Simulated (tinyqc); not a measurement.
Inside a calculation. Model: ballistic transport through the one-dimensional subbands of a rectangular nanowire or nanosheet channel. Computed by tinyqc, a small Python program that keeps every step. Command: `OMP_NUM_THREADS=1 python tinyqc.py 3006690 3006691 out.jsonl wire walk`. One thread of a shared host (Intel(R) Xeon(R) Processor @ 2.30GHz), about 0.02 s of CPU time with the checks. Intermediate numbers are printed to about 6 digits and carried at full precision; extremes and crossings named in words are read from the listed rows.

Hard walls, parabolic subbands, transport along x. Energies are counted from the bulk conduction band edge at the top of the barrier, which the gate pulls down by U; the source Fermi level lies at the bulk edge when U = 0.

Inputs (values chosen for the exercise, modelled on silicon):
```
quantity,value,unit
light mass m_t,0.19,m_0
heavy mass m_l,0.928,m_0
height a,2.7,nm
width b,4.9,nm
equivalent oxide thickness t,0.8,nm
gate voltage above flat band V_G,1.1,V
drain voltage V_D,0.01,V
temperature T,150,K
mean free path for back-scattering lambda,8.4,nm
channel length L,16,nm
```

Valleys: silicon [100] wire.

Constants: hbar^2/(2 m_0) = 3.80998212 eV angstrom^2; k_B = 8.617333262e-05 eV/K; m_0 = 9.1093837015e-31 kg; k_B = 1.380649e-23 J/K; hbar = 1.054571817e-34 J s; eps_0 = 8.8541878128e-12 F/m; e = 1.602176634e-19 C; h = 6.62607015e-34 J s.

## Subbands

E_pq = (hbar^2 pi^2/2)(p^2/(m_y b^2) + q^2/(m_z a^2)); valley pairs: (m_x, m_y, m_z) = (m_t, m_t, m_l), (m_t, m_l, m_t), (m_l, m_t, m_t), each with degeneracy g = 2; the 10 lowest subbands are kept.

Subbands:
```
valley axis,p,q,E (meV),m_x (m_0)
z,1,1,138.012,0.190
y,1,1,288.359,0.190
z,1,2,304.763,0.190
y,2,1,338.988,0.190
x,1,1,353.911,0.928
z,2,1,385.297,0.190
y,3,1,423.371,0.190
y,4,1,541.506,0.190
z,2,2,552.048,0.190
z,1,3,582.681,0.190
```

The second subband lies 150.3 meV, or 11.63 k_B T, above the first; the lowest belongs to the valleys with the heavy mass across the height.

## Self-consistent barrier

F_j(eta) = (1/Gamma(j + 1)) int_0^infinity x^j/(1 + exp(x - eta)) dx, F_0 = ln(1 + exp(eta)). Integrals over x = E/(k_B T) use 160 Gauss-Legendre points in u = sqrt(x) from 0 to sqrt(max(eta, 0) + 32). With degeneracy g = 2, eta_i = (U - E_i)/(k_B T) and u = e V_D/(k_B T): line density n = sum_i g sqrt(2 m_x k_B T/pi)/(2 hbar) [F_-1/2(eta_i) + F_-1/2(eta_i - u)]; gate: e n = C_ox (V_G - U/e), C_ox = 3.9 eps_0 2 (a + b)/t (flat-plate estimate); I = (2 e k_B T/h) sum_i g [F_0(eta_i) - F_0(eta_i - u)].

C_ox = 656.095 aF/micrometre

U = 352.023 meV

Occupation:
```
subband,eta_i,n_i (1/nm),I_i (microampere)
1,16.5566,1.29772e+00,1.54962e+00
2,4.9253,6.71063e-01,1.53283e+00
3,3.6562,5.56965e-01,1.49158e+00
4,1.0084,2.47526e-01,1.00554e+00
5,-0.1460,2.73590e-01,5.75445e-01
6,-2.5742,1.52779e-02,7.79052e-02
7,-5.5197,8.36805e-04,4.31084e-03
8,-14.6591,9.00459e-08,4.64143e-07
9,-15.4746,3.98357e-08,2.05334e-07
10,-17.8445,3.72431e-09,1.91970e-08
```

line density n = 3.06298 1/nm

ballistic current I = 6.23723 microampere

mean velocity I/(e n) = 0.127097 1e7 cm/s

4 of the subbands lie below the source Fermi level; the lowest carries 25 % of the current with 42 % of the charge. The gate spends 32 % of V_G on moving the bands.

## Conductance, capacitance and scattering

Linear conductance G = (2 e^2/h) sum_i g f(eta_i), g = 2, f = 1/(1 + exp(-eta_i)), with the barrier frozen at the eta_i above; current per perimeter I/(2(a + b)); with scattering, transmission lambda/(lambda + L) and low-bias resistance (1 + L/lambda)/G.

open modes sum g f = 8.47738

ballistic conductance = 656.835 microsiemens

current per perimeter = 410.344 microampere/micrometre

transmission = 0.344262

low-bias resistance with scattering = 4.42236 kiloohm

Even without scattering the wire has h/(2 e^2 M) = 1.52 kiloohm, which sits in the contacts.

## Gate sweep

Open modes are sum_i g/(1 + exp(-eta_i)). The last column is e dn/dV_G over C_ox, taken up to the next row.

Against the gate voltage:
```
V_G (V),U (meV),n (1/nm),I (microampere),open modes,C_g/C_ox
-0.160,-160.000,2.03265e-11,1.04773e-10,1.94209e-10,9.93145e-08
-0.062,-62.000,3.98765e-08,2.05544e-07,3.81000e-07,8.65077e-04
0.058,57.896,4.25141e-04,2.19075e-03,4.05861e-03,3.45123e-01
0.190,144.340,1.86979e-01,8.14106e-01,1.24004e+00,6.95268e-01
0.290,174.813,4.71693e-01,1.42553e+00,1.89073e+00,6.20151e-01
0.420,224.194,8.01832e-01,1.55646e+00,2.01562e+00,6.10187e-01
0.560,278.767,1.15165e+00,2.07714e+00,2.90645e+00,8.10343e-01
0.720,309.112,1.68259e+00,3.63341e+00,5.07903e+00,8.71034e-01
0.890,331.037,2.28897e+00,4.91351e+00,6.72146e+00,9.00064e-01
1.100,352.023,3.06298e+00,6.23723e+00,8.47738e+00,-
```

Between the first two rows the current rises one decade per 30 mV, against the limit ln(10) k_B T/e = 30 mV. Above threshold C_g/C_ox lies between 0.61 and 0.90: the quantum capacitance in series costs a visible part. It dips where a subband has filled past its van Hove peak and recovers when the next one opens or the drain starts to fill the band.

Checks made by the program: density of the lowest subband against a direct sum over k (relative difference 1e-09).
